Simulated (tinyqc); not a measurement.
Inside a calculation: WKB tunnelling through a gate dielectric with a two-band (Franz) dispersion. Values are carried at full precision from step to step, so a last printed digit may differ when a step is redone from the rounded ones.

Constants: hbar^2/2m0 = 3.80998211 eV angstrom^2.

Inputs chosen for the exercise (of the size used for Si3N4 on silicon; shifted at random, so the results belong to these values and not to a real crystal): phi = 2.17 eV (barrier above the electron energy at the emitter); t = 25 angstrom (thickness); V = 1.1 V (voltage across the layer); Eg = 5.33 eV (gap of the dielectric); m = 0.42 m0 (mass at the conduction edge).

## Shape of the barrier

Field V/t (1 V/angstrom = 100 MV/cm), the end of the forbidden region x_e = min(t, phi t/V), and u there.

field = 4.40 MV/cm
x_e = 25.00 angstrom
u(x_e) = 1.070 eV

V < phi: a trapezoid, direct tunnelling through the whole layer.

## Decay constant through the layer

At depth x the conduction edge lies u(x) = phi - V x/t above the electron. Parabolic: kappa = sqrt(m u/c). Franz: kappa = sqrt(m u (1 - u/Eg)/c), which vanishes at both band edges. c = hbar^2/2m0. T = exp(-2 integral of kappa dx) over the region u > 0; no image force, no prefactor, zero transverse momentum. The region ends at x_e = min(t, phi t/V); x_e < t is the Fowler-Nordheim regime.

Nine points x = j x_e/8.

kappa (1/angstrom):
```
x (angstrom)  u (eV)  parabolic   Franz
0.000         2.1700     0.4891  0.3766
3.125         2.0325     0.4733  0.3723
6.250         1.8950     0.4571  0.3669
9.375         1.7575     0.4402  0.3604
12.500        1.6200     0.4226  0.3526
15.625        1.4825     0.4043  0.3435
18.750        1.3450     0.3851  0.3329
21.875        1.2075     0.3648  0.3209
25.000        1.0700     0.3434  0.3070
```

At the emitter the Franz value is 23.0 % below the parabolic one, the factor sqrt(1 - phi/Eg).

## The integrals by Simpson's rule

Weights 1, 4, 2, 4, 2, 4, 2, 4, 1 times a third of the spacing.

integral of kappa dx: parabolic 10.513, Franz 8.726

## The integrals in closed form

Parabolic: (2/3) sqrt(m/c) (t/V) (phi^(3/2) - u_e^(3/2)). Franz: sqrt(m/c) Eg^(3/2) (t/V) (f(phi/Eg) - f(u_e/Eg)) with f(y) = ((2y - 1) sqrt(y (1 - y)) + arcsin(sqrt y))/4. u_e = max(phi - V, 0). T = exp(-2 I).

integral of kappa dx: parabolic 10.5129, Franz 8.7255

T: parabolic 7.39e-10, Franz 2.64e-08

The two-band dispersion raises T by a factor 35.7.

## Checks

- Franz integral in closed form against adaptive quadrature: both 8.72554.

Run: tinyqc, `OMP_NUM_THREADS=1 python tinyqc.py 1452303 1452304 out.jsonl`; Intel(R) Xeon(R) Processor @ 2.30GHz, one thread, shared host; about 0.01 s of CPU time with all checks.
